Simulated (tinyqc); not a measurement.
Bandgap voltage reference from two bipolar transistors: two steps of the calculation.

Two transistors of area 1 and N carry the same current I. Is(T) = Is (T/T0)^eta exp[(Vg0 q/kB)(1/T0 - 1/T)], VBE1 = Vt ln(I/Is(T)) + I rb, VBE2 = Vt ln(I/(N Is(T))) + I rb/N. The amplifier forces I R1(T) = VBE1 - VBE2 + Vos, with R(T) = R (1 + tc (T - T0)) for both resistors, and the output is Vref = VBE1 + I R2(T). Base currents and the Early effect are neglected.

Inputs (values chosen for the exercise); values of the order met in silicon bipolar transistors:
```
symbol    value   unit                                                   meaning
T0          300      K                                     reference temperature
Vg0       1.151      V                      band-gap voltage extrapolated to 0 K
eta         3.6                   temperature exponent of the saturation current
Is      3.8e-17      A           saturation current of the unit transistor at T0
N             4                              area ratio of the second transistor
R1            5   kohm  resistor across which the difference of VBE falls, at T0
tc            0  ppm/K                 temperature coefficient of both resistors
Vos           0     mV                                   offset of the amplifier
rb            0    ohm                  series resistance of the unit transistor
R2        78.61   kohm                                     output resistor at T0
T           358      K                                               temperature
```

Constants: q = 1.602176634e-19 C, kB = 1.380649e-23 J/K. Results are converted to the units shown.

Question 1. Operating point at another temperature. Vt = kB T/q; I = (Vt ln N + Vos)/(R1(T) - rb (1 - 1/N)).

Give: Vt; I; Is(T); VBE1; I R2; Vref.

Answer 1.

Vt = 0.03085 V
I = 8.553 uA
Is(T) = 9.745e-14 A
VBE1 = 0.5643 V
I R2 = 0.6724 V
Vref = 1.237 V

From T0 to T, VBE1 changes by -107 mV and I R2 by 109 mV, which leaves 1.99 mV in Vref.

Question 2. Resistor for zero slope at T0, ideal case. With tc = 0, Vos = 0 and rb = 0 the current is proportional to T, dVBE/dT = (VBE - Vg0 - (eta - 1) Vt)/T, and Vref has zero slope at T0 when Vref = Vg0 + (eta - 1) Vt0. Find VBE1, its slope, that Vref, R2/R1 and the curvature d2Vref/dT2 = -(eta - 1) kB/(q T0).

Find: VBE1; dVBE/dT; Vref; R2/R1; curvature.

Answer 2.

VBE1 = 0.6712 V
dVBE/dT = -1.823 mV/K
Vref = 1.218 V
R2/R1 = 15.26
curvature = -0.7468 uV/K^2

tinyqc, about 0.02 s, one thread, Intel Xeon 2.30GHz (shared host): `OMP_NUM_THREADS=1 python tinyqc.py 2062177 2062178 out.jsonl`
